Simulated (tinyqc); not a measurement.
From results back to parameters: band offset of a heterojunction with an interface dipole (two-band chains, self-consistent charge). Three cases, with inputs chosen for the exercise.

Problem. D0 is the offset of the mid-gaps without dipole, chi the charge moved per eV of offset and u the potential step per electron moved. In linear response the valence offset is S D0 - (G2 - G1)/2 with S = 1/(1 + u chi/2). Two interfaces between the same crystals differ in D0 by a known amount, as from a layer of fixed dipoles; their offsets come from hidden S and D0.

Case 1.

Values chosen (out of a larger set: gaps near those of SiC and SiO2; the chains and D0 are free models, so the offsets are not those of the real pair; not measured data): G1 = 3.13 eV (gap on the left); G2 = 9.15 eV (gap on the right).

chi = 0.06076 1/eV

valence offsets (eV): first -3.17960, second -2.70472

D0(second) - D0(first) = 0.56 eV

Case 2.

Values chosen (out of a larger set: gaps near those of SiC and SiO2; the chains and D0 are free models, so the offsets are not those of the real pair; not measured data): G1 = 3.17 eV (gap on the left); G2 = 8.94 eV (gap on the right).

chi = 0.05394 1/eV

valence offsets (eV): first -3.44205, second -2.16512

D0(second) - D0(first) = 1.49 eV

Case 3.

Values chosen (out of a larger set: gaps near those of Si and HfO2; the chains and D0 are free models, so the offsets are not those of the real pair; not measured data): G1 = 1.17 eV (gap on the left); G2 = 5.6 eV (gap on the right).

chi = 0.14413 1/eV

valence offsets (eV): first -2.63864, second -2.02810

D0(second) - D0(first) = 0.98 eV

Find: S; D0 of the first; u.

Solution. S is the change of the offset over the change of D0; then D0 = (offset + (G2 - G1)/2)/S and u = 2 (1/S - 1)/chi.

Case 1.

S = 0.848
D0 of the first = -0.20 eV
u = 5.9 eV

Case 2.

S = 0.857
D0 of the first = -0.65 eV
u = 6.2 eV

Case 3.

S = 0.623
D0 of the first = -0.68 eV
u = 8.4 eV

Computed by tinyqc, one run a case: `OMP_NUM_THREADS=1 python tinyqc.py N N+1 out.jsonl` with N = 1450058, 1450127, 1450152; one thread of a shared Intel(R) Xeon(R) Processor @ 2.30GHz, about 0.8 s a run at most.
